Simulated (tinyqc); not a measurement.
Carrier lifetime of an n-type layer with SRH, radiative, Auger and surface recombination: one step of the calculation.

Uniform excess density dn = dp (no trapping), n = n0 + dn, p = p0 + dn, Boltzmann statistics, full ionisation. Surfaces enter as a rate 2 S dn/d, which holds while diffusion to them is fast.

Problem. Equilibrium densities and SRH constants. ni = sqrt(Nc Nv) exp(-Eg/(2 Vt)), Eg in volts; majority density N/2 + sqrt(N^2/4 + ni^2), n0 p0 = ni^2; n1 = Nc exp(-Et/Vt), p1 = Nv exp((Et - Eg)/Vt); tn0 = 1/(sn vth Nt), tp0 = 1/(sp vth Nt).

Inputs (values chosen for the exercise); band and dielectric values close to those of silicon: temperature T = 250 K; band gap Eg = 1.13 eV; conduction-band density of states at T Nc = 2.16e19 cm^-3; valence-band density of states at T Nv = 1.98e19 cm^-3; donor density N = 7.8e16 cm^-3; trap density Nt = 4.3e12 cm^-3; capture cross-section for electrons sn = 6e-15 cm^2; capture cross-section for holes sp = 2e-14 cm^2; thermal velocity (both carriers) vth = 1.7e7 cm/s; trap level below the conduction band Et = 0.52 eV.

Constants: q = 1.602176634e-19 C, kB = 1.380649e-23 J/K, Vt = kB T/q. Results are converted to the units shown.

Wanted: ni; n0; p0; n1; p1; tn0; tp0.

Solution.

ni = 8.4268e7 cm^-3
n0 = 7.8000e16 cm^-3
p0 = 0.091039 cm^-3
n1 = 7.1075e8 cm^-3
p1 = 9.9909e6 cm^-3
tn0 = 2.2800e-6 s
tp0 = 6.8399e-7 s

Computed by the program tinyqc: `OMP_NUM_THREADS=1 python tinyqc.py 2300016 2300017 out.jsonl`, one thread of a shared Intel Xeon 2.30GHz, about 0.01 s for the whole run.
